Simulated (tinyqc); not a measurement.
Field from the level spacing.

Question. In a triangular well E_k = a_k (C F^2/mz1)^(1/3), a_1 = 2.338107, a_2 = 4.087949, C = hbar^2/(2 m0), F in eV/nm (1 MV/cm = 0.1 eV/nm). Find F, E_1, the mean distance 2 E_1/(3 F) of the lowest level and the sheet charge eps0 eps_r F/q behind such a field.

Parameters, values chosen for the exercise:
```
symbol,value,unit,meaning
eps_r,14,,relative permittivity
mz1,0.0408,m0,mass along z of valley set A (1 valley(s))
```

Constants: q = 1.602176634e-19 C, hbar = 1.054571817e-34 J s, m0 = 9.1093837015e-31 kg, eps0 = 8.8541878128e-14 F/cm where lengths are in cm, hbar^2/(2 m0) = 0.0380998212 eV nm^2. Results are converted to the units shown.

spacing of the two lowest levels = 363.55531 meV

Answer. The spacing over a_2 - a_1 is the energy scale (C F^2/mz1)^(1/3), which gives F. For so light a mass a level this high lies where the band is no longer parabolic.

F = 0.980 MV/cm
E_1 = 486 meV
mean distance = 3.30 nm
sheet charge over q = 7.58e12 cm^-2

Program tinyqc, `OMP_NUM_THREADS=1 python tinyqc.py 2160042 2160043 out.jsonl`; Intel Xeon 2.30GHz, shared host, one thread, about 0.4 s.
